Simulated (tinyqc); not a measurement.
# Charge stability of a double quantum dot, constant-interaction model with a charge sensor: effects of single changes

Capacitance matrix C = [[C1, -Cm], [-Cm, C2]], C1 = G1 + X1 + Cm + L1, C2 = G2 + X2 + Cm + L2. Gate charges n1 = (G1 V1 + X1 V2)/q, n2 = (X2 V1 + G2 V2)/q. The state (N1, N2) has U = (1/2) d^T E d with d = (N1 - n1, N2 - n2) and E = q^2 C^(-1). Leads at 0 V; no tunnel coupling, spin or level spacing. The sensor reads s1 <N1> + s2 <N2>.

Inputs (values chosen for the exercise):
- G1 = 5.4 aF (gate 1 to dot 1)
- G2 = 7.1 aF (gate 2 to dot 2)
- X1 = 0.76 aF (gate 2 to dot 1)
- X2 = 2 aF (gate 1 to dot 2)
- Cm = 6.2 aF (between the dots)
- L1 = 26 aF (dot 1 to leads and ground)
- L2 = 37 aF (dot 2 to leads and ground)
- s1 = 0.8 (sensor weight of dot 1)
- s2 = 0.3 (sensor weight of dot 2)
- T = 1 K (temperature)

Constants: q = 1.602176634e-19 C, kB = 1.380649e-23 J/K, Vt = kB T/q. Results are converted to the units shown.

Each table varies one quantity; the others keep the values above.

## From two dots to one

The states (0,0), (1,0), (0,1) meet where E n = (EC1/2, EC2/2), and (1,1), (1,0), (0,1) where E n = (EC1/2 + ECm, EC2/2 + ECm); the gate voltages follow from n.

From two dots to one:

| Cm (aF) | EC1 (meV) | ECm (meV) | ECm/EC1 | separation of the triple points in n1 + n2 |
|---|---|---|---|---|
| 0.28 | 4.939 | 0.02982 | 0.006037 | 0.01456 |
| 0.69 | 4.879 | 0.07195 | 0.01475 | 0.03514 |
| 1.7 | 4.740 | 0.1686 | 0.03556 | 0.08235 |
| 4.2 | 4.449 | 0.3715 | 0.08350 | 0.1815 |
| 11 | 3.904 | 0.7521 | 0.1926 | 0.3673 |
| 26 | 3.284 | 1.184 | 0.3606 | 0.5785 |
| 64 | 2.718 | 1.580 | 0.5813 | 0.7716 |
| 160 | 2.358 | 1.831 | 0.7763 | 0.8941 |
| 390 | 2.183 | 1.952 | 0.8943 | 0.9537 |

Read the table: what changes, and by how much?

ECm/EC1 rises from 0.00604 to 0.894 (it equals Cm/C2), and the separation rises from 0.0146 to 0.954. Zero means a square lattice of independent dots; 1 means parallel lines one electron apart, as for a single large dot. EC1 falls from 4.94 to 2.18 meV.

## Across the interdot transition

The gate charges are n1 = 0.5000 + x, n2 = 0.5000 - x, a line through the middle of the (1,0)-(0,1) boundary. The detuning is U(0,1) - U(1,0); thermal means over all states within two electrons.

Across the interdot transition:

| x | detuning (meV) | <N1> | <N2> | sensor |
|---|---|---|---|---|
| -0.081 | -0.5161 | 0.004040 | 0.9930 | 0.3011 |
| -0.061 | -0.3887 | 0.01441 | 0.9811 | 0.3058 |
| -0.041 | -0.2612 | 0.05333 | 0.9407 | 0.3249 |
| -0.02 | -0.1274 | 0.1956 | 0.7991 | 0.3962 |
| 0 | 0.0000 | 0.5000 | 0.5000 | 0.5500 |
| 0.02 | 0.1274 | 0.8044 | 0.2009 | 0.7038 |
| 0.041 | 0.2612 | 0.9467 | 0.05931 | 0.7751 |
| 0.061 | 0.3887 | 0.9856 | 0.01893 | 0.7942 |
| 0.081 | 0.5161 | 0.9960 | 0.007005 | 0.7989 |

<N1> rises from 0.00404 to 0.996 while <N2> falls from 0.993 to 0.00701; their sum stays within 0.0060 of 1. The detuning moves by EC1 + EC2 - 2 ECm = 6.37 meV for each unit of x. The step is broader than a Fermi function of width kB T = 0.0862 meV, since (0,0) and (1,1) lie only ECm/2 = 2.9 kB T above the two states at x = 0 and are populated too.

tinyqc, about 0.01 s, one thread, Intel Xeon 2.30GHz (shared host): `OMP_NUM_THREADS=1 python tinyqc.py 2470047 2470048 out.jsonl`
